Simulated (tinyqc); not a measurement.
Surface Green function of a dimerised chain, Sancho-Rubio decimation: one step of the calculation.

A semi-infinite lead of cells 0, 1, 2, ... with H0 inside a cell and H1 = <cell i|H|cell i + 1>. Cell A, B with A at the surface; -t1 joins A and B, -t2 joins B to the next A. z = E + i eta.

Task. Decimation. Start with e_s = e = H0, a = H1, b = H1^dagger. Each round: g = (z - e)^(-1); e_s <- e_s + a g b; e <- e + a g b + b g a; a <- a g a; b <- b g b (all with the old a, b). Round k joins cells 2^k apart.

Values chosen for this exercise:
- E = 1.46 eV (energy)
- eta = 0.2 eV (broadening)

H0 (eV):

|  | A | B |
|---|---|---|
| A | 0.3 | -0.78 |
| B | -0.78 | -0.3 |

H1 (eV):

|  | A | B |
|---|---|---|
| A | 0 | 0 |
| B | -1 | 0 |

Find: g; e_s after round 1; e after round 1; a after round 1; b after round 1.

Result.

g (1/eV):

|  | A | B |
|---|---|---|
| A | 1.126-0.328i | -0.476+0.200i |
| B | -0.476+0.200i | 0.759-0.175i |

e_s after round 1 (eV):

|  | A | B |
|---|---|---|
| A | 0.3000+0.0000i | -0.7800+0.0000i |
| B | -0.7800+0.0000i | 0.8257-0.3283i |

e after round 1 (eV):

|  | A | B |
|---|---|---|
| A | 1.059-0.175i | -0.780+0.000i |
| B | -0.780+0.000i | 0.826-0.328i |

a after round 1 (eV):

|  | A | B |
|---|---|---|
| A | 0.0000+0.0000i | 0.0000+0.0000i |
| B | -0.4762+0.1996i | 0.0000+0.0000i |

b after round 1 (eV):

|  | A | B |
|---|---|---|
| A | 0.0000+0.0000i | -0.4762+0.1996i |
| B | 0.0000+0.0000i | 0.0000+0.0000i |

Numbers from tinyqc (`OMP_NUM_THREADS=1 python tinyqc.py 2680118 2680119 out.jsonl`; about 0.02 s on one thread of a shared Intel Xeon 2.30GHz).
